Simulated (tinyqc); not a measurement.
Quantum against classical capture: non-radiative capture by multiphonon emission, one effective mode. Computed by tinyqc, a small Python program. Command: `OMP_NUM_THREADS=1 python tinyqc.py 3001755 3001756 out.jsonl capture walk`. One thread of a shared host (Intel(R) Xeon(R) Processor @ 2.30GHz), about 0.01 s of CPU time with the checks.

The initial state (free carrier plus empty centre) lies dE above the final state; both have the same frequency and are displaced by dQ.

Inputs (values chosen for the exercise, with mass, screening and phonons like those of GaAs):
```
quantity                     value                   unit
energy released dE           0.249                     eV
phonon energy hbar omega      31.1                    meV
Huang-Rhys factor S           1.48                      -
electron-phonon coupling W  0.0038  eV/(u^(1/2) angstrom)
cell volume V                 1220             angstrom^3
degeneracy g                     4                      -
broadening b                    24                    meV
carrier mass m              0.0663                    m_0
dielectric constant eps       12.7                      -
temperature T                  120                      K
```

Centre: attractive.

Constants: hbar^2/u = 4.18015928e-03 eV angstrom^2; k_B = 8.617333262e-05 eV/K; hbar = 6.582119569e-16 eV s; Ry = 13.605693123 eV.

Method:
- dQ = sqrt(2 S (hbar^2/u)/hbar omega); relaxation energy lambda = S hbar omega; phonons needed P = dE/hbar omega; classical barrier E_b = (dE - lambda)^2/(4 lambda); occupation n = 1/(exp(hbar omega/k_B T) - 1).
- M_p = sum_m w_m <m_i|Q|(m + p)_f>^2 with Q counted from the final minimum and Boltzmann weights w_m for m = 0..24; <m_i|Q|k_f> = sqrt((hbar^2/u)/(2 hbar omega)) [sqrt(k) <m|k-1> + sqrt(k+1) <m|k+1>], with overlaps of oscillators displaced by d = sqrt(2 S) summed on 1500 points from -16 to 16 + d.
- The delta function is a Gaussian of standard deviation b at dE - p hbar omega.
- C_0 = V (2 pi/hbar) g W^2 sum_p M_p Gaussian_p. Here the sum runs over all p.
- Classical (Marcus) form: replace the sum by Q_c^2 exp(-E_b/k_B T)/sqrt(4 pi lambda k_B T), Q_c = dQ (dE + lambda)/(2 lambda).
- Sommerfeld factor of an attractive centre: s(k) = 2 pi nu/(1 - exp(-2 pi nu)), nu = sqrt(Ry*/E), Ry* = Ry m/eps^2, averaged over (2/sqrt(pi)) sqrt(x) exp(-x) dx with x = E/k_B T = t^2 (trapezoid, t to 6 in steps of 0.01).
- The last column is -k_B d ln C_0/d(1/T) from this row and the one above.

dQ = 0.630757 u^(1/2) angstrom

lambda = 0.046028 eV

classical barrier E_b = 0.223764 eV

Against temperature:
```
T (K)  C_0, quantum (cm^3/s)  C_0, classical (cm^3/s)  Sommerfeld factor  activation energy (eV)
29                2.0777e-11               9.3804e-47             10.615                       -
54                2.0893e-11               6.9252e-29              7.800              3.0171e-05
90                2.2544e-11               1.2106e-20              6.080              8.8490e-04
140               2.9436e-11               2.8982e-16              4.928              5.7925e-03
220               5.2385e-11               1.9639e-13              4.009              1.9123e-02
320               1.0428e-10               6.5109e-12              3.407              4.1767e-02
510               2.7948e-10               1.0601e-10              2.822              7.2969e-02
790               6.7711e-10               5.1765e-10              2.403              1.0973e-01
```

What follows from these numbers?

At 29.0 K the quantum value is 2.2e35 times the classical one: C_0 comes from tunnelling out of the lowest level and hardly depends on T. At 790 K the ratio is 1.3. The largest apparent activation energy is 0.110 eV against the classical barrier of 0.224 eV, so an Arrhenius fit understates the barrier, through tunnelling and the broadening b at low T and the T^(-1/2) prefactor at high T. The measured coefficient is C = s C_0, and s changes by a factor 0.23 over these rows, so C changes by 7.4 where C_0 changes by 33.

Extremes, crossings and ranges named in words are read from the listed rows.
